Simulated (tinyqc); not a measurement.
# Capacitances against the distance to each plane

Endless row of lines of width wl, height tl and space sl between grounded planes at distance hd; e2 fills the gaps beside the lines, e1 the rest. Laplace's equation is solved on meshes of 3, 6 and 12 steps per unit u and extrapolated (Aitken), which is good to about 0.2 %. C_even (all lines at 1 V) is the capacitance Cg to the planes; C_odd (neighbours in antiphase) = Cg + 4 Cc if only nearest neighbours couple, which defines Cc; total with quiet neighbours Cg + 2 Cc. Plate values 2 eps0 e1 wl/hd and eps0 e2 tl/sl.

Parameters, values chosen for the exercise: relative permittivity above and below the lines e1 = 4.2; relative permittivity between the lines e2 = 2.4; line width, in units u wl = 4 u; line height tl = 8 u; space between lines sl = 8 u.

Constants: eps0 = 8.8541878128e-12 F/m. Results are converted to the units shown.

The same in every row: plate Cc (aF/um) = 21.3.

Capacitances against the distance to each plane:

| hd (u) | Cg (aF/um) | Cc (aF/um) | Cg + 2 Cc (aF/um) | C_odd (aF/um) | plate Cg (aF/um) | share of coupling, 2 Cc/(Cg + 2 Cc) (%) |
|---|---|---|---|---|---|---|
| 2 | 280 | 10.4 | 301 | 322 | 149 | 6.95 |
| 3 | 208 | 14.1 | 237 | 265 | 99.2 | 11.9 |
| 4 | 168 | 17.7 | 203 | 239 | 74.4 | 17.4 |
| 5 | 141 | 21.1 | 183 | 225 | 59.5 | 23.0 |
| 6 | 122 | 24.0 | 170 | 218 | 49.6 | 28.3 |
| 8 | 95.6 | 28.9 | 153 | 211 | 37.2 | 37.7 |
| 10 | 78.8 | 32.6 | 144 | 209 | 29.8 | 45.3 |

As hd goes from 2 to 10, Cg falls from 280 to 78.8 aF/um, Cc rises from 10.4 to 32.6 aF/um and the share of coupling rises from 6.95 to 45.3 %. Cg is 1.88 times its plate value in the first row and 2.65 times in the last; for Cc the ratios are 0.492 and 1.53. Neighbours in antiphase raise the load by a factor of 1.07 and 1.45 over quiet ones. For hd = 10 the planes are farther than 0.8 of the pitch, so second neighbours couple too and Cg + 2 Cc understates the quiet load by a per cent or more.

Program tinyqc, `OMP_NUM_THREADS=1 python tinyqc.py 2790136 2790137 out.jsonl`; Intel Xeon 2.30GHz, shared host, one thread, about 1 s.
